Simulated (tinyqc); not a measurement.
Conductance against temperature: thermal boundary conductance by the acoustic and diffuse mismatch models. Computed by tinyqc, a small Python program. Command: `OMP_NUM_THREADS=1 python tinyqc.py 3023332 3023333 out.jsonl kapitza walk`. One thread of a shared host (Intel(R) Xeon(R) Processor @ 2.30GHz), about 0.01 s of CPU time with the checks.

Each side has one longitudinal and two transverse Debye branches, omega = v q up to q_D = (6 pi^2 n)^(1/3), with n counting all atoms. Scattering at the interface is elastic. Electrons are left out of G, also for metals. Melting is ignored. G refers to the temperatures of the phonons sent towards the interface. Linear branches over all atoms overstate G at high T, most for crystals with several atoms a cell.

Inputs (values chosen for the exercise, modelled on silicon carbide (side 1) and tungsten (side 2)):
```
quantity                    value    unit
density rho_1                3.29  g/cm^3
longitudinal velocity vL_1  12200     m/s
transverse velocity vT_1     7590     m/s
atom density n_1             98.2  1/nm^3
density rho_2                19.4  g/cm^3
longitudinal velocity vL_2   5110     m/s
transverse velocity vT_2     2920     m/s
atom density n_2               63  1/nm^3
```

Structure: film on a substrate.

Constants: hbar = 1.054571817e-34 J s; k_B = 1.380649e-23 J/K.

Method:
- omega_c = v q_D for each branch, given as hbar omega_c/k_B; impedance Z = rho v.
- No mode conversion. t(theta) = 4 Z_1 Z_2 cos(theta_1) cos(theta_2)/N^2, with N = Z_2 cos(theta_1) + Z_1 cos(theta_2) for L (the form for pressure waves) and N = Z_1 cos(theta_1) + Z_2 cos(theta_2) for both T branches (the form for shear waves polarised along the interface); sin(theta_2) = (v_2/v_1) sin(theta_1), and t = 0 beyond the critical angle arcsin(v_1/v_2); the mean over the incoming flux is alpha = 2 int t sin(theta_1) cos(theta_1) d theta_1 (64 Gauss-Legendre points).
- G = (k_B^4 T^3/(8 pi^2 hbar^3)) int W(x) x^4 e^x/(e^x - 1)^2 dx, x = hbar omega/(k_B T). Acoustic mismatch: W = sum over the three branches of alpha(1 to 2)/v_1^2, each up to the lower of its two cut-offs. Diffuse mismatch: W = S_1 S_2/(S_1 + S_2), where S_i sums 1/v^2 over the branches of side i still below their cut-off. Radiation limit: W = min(S_1, S_2). The integral is split at the four cut-offs (64 Gauss-Legendre points a piece, x at most 45).

Branches:
```
branch     v (m/s)  cut-off (K)  Z (1e6 kg/(m^2 s))
L, side 1    12200      1675.74             40.1380
T, side 1     7590      1042.53             24.9711
L, side 2     5110       605.36             99.1340
T, side 2     2920       345.92             56.6480
```

Transmission:
```
branch  t at normal incidence  largest angle from side 1 (deg)  alpha, 1 to 2  alpha, 2 to 1
L                    0.820561                               90       0.905154       0.158798
T                    0.849373                               90       0.686484       0.101604
```

G (MW/(m^2 K)):
```
T (K)  acoustic mismatch  diffuse mismatch  radiation limit
2              0.0024392         0.0029333        0.0033787
5               0.038113          0.045832         0.052792
10               0.30490           0.36666          0.42234
20                2.4390            2.9331           3.3787
40                18.533            22.797           26.883
80                86.864            131.34           184.10
150               188.14            355.07           566.30
300               266.01            556.56           930.07
600               294.70            634.69           1073.3
1000              301.52            653.51           1108.0
```

What does the comparison show, and why?

All three follow T^3 at the cold end (exponent 3.00 for the diffuse model) and flatten at high T (exponent 0.06 at the hot end); the lowest cut-off is 346 K. The ratio of diffuse to acoustic goes from 1.20 to 2.17. The plateau is set by the frequencies that both sides share.

Extremes, crossings and ranges named in words are read from the listed rows.
